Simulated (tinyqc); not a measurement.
Double-gate transistor, scale length and short-channel effects: two steps of the calculation.

A body of thickness ts between two insulators of thickness ti and two tied gates. Below threshold the potential that source and drain add obeys Laplace's equation and vanishes on the gate. Its lowest mode decays along the channel as exp(-k y); k is the smallest positive root of the matching condition at the interface, and the scale length is Lambda = pi/k.

Values chosen for this exercise; permittivities: semiconductor close to that of silicon, insulator close to that of aluminium oxide:
- T = 325 K (temperature)
- eps_r = 11.5 (relative permittivity of the semiconductor)
- ei = 8.64 (relative permittivity of the insulator)
- ti = 2.6 nm (insulator thickness)
- ts = 4.4 nm (body thickness)
- L = 20 nm (channel length)
- Vbi = 0.92 V (potential of the source)
- sT = 0.65 V (potential of the barrier top at threshold)
- VTL = 0.37 V (long-channel threshold)
- m = 1 (long-channel body factor)
- Vds = 0.6 V (drain voltage)

Constants: q = 1.602176634e-19 C, kB = 1.380649e-23 J/K, Vt = kB T/q. Results are converted to the units shown.

Question 1. Decay constant by Newton steps. f(k) = ei cos(k ti) cos(k ts/2) - eps_r sin(k ti) sin(k ts/2); f' by a central difference with +/- 1e-5 1/nm; k(new) = k - f/f'.

k at the start = 0.3525 1/nm

Wanted: f; f'; k after iteration 1.

Answer 1.

f = -2.633
f' = -47.90 nm
k after iteration 1 = 0.2975 1/nm

Question 2. Threshold shift, barrier position and swing. Along the channel psi(y) = s + a exp(y/l) + b exp(-y/l) with psi(0) = Vbi, psi(L) = Vbi + Vds and l = 1/k = Lambda/pi; with A = Vbi - s, B = A + Vds, x = exp(-L/l): a = (B - A x) x/(1 - x^2), b = (A - B x)/(1 - x^2). The minimum is s + 2 sqrt(a b), at y = (l/2) ln(b/a). The long-channel potential follows the gate as s = sT + (Vg - VTL)/m, and the threshold VT is the gate voltage at which the minimum equals sT. Swing = m Vt ln 10/g at threshold, g = d(minimum)/ds = 1 - (b x + a)/((1 + x) sqrt(a b)).

l = 3.3582283 nm

Wanted: s at threshold; a; b; position of the minimum; VT; swing.

Answer 2.

s at threshold = 0.5943 V
a = 0.002397 V
b = 0.3233 V
position of the minimum = 8.235 nm
VT = 0.3143 V
swing = 72.94 mV/decade

The threshold lies 55.7 mV below the long-channel value, and the barrier top sits at 0.41 L from the source.

Computed by the program tinyqc: `OMP_NUM_THREADS=1 python tinyqc.py 2420033 2420034 out.jsonl`, one thread of a shared Intel Xeon 2.30GHz, about 0.01 s for the whole run.
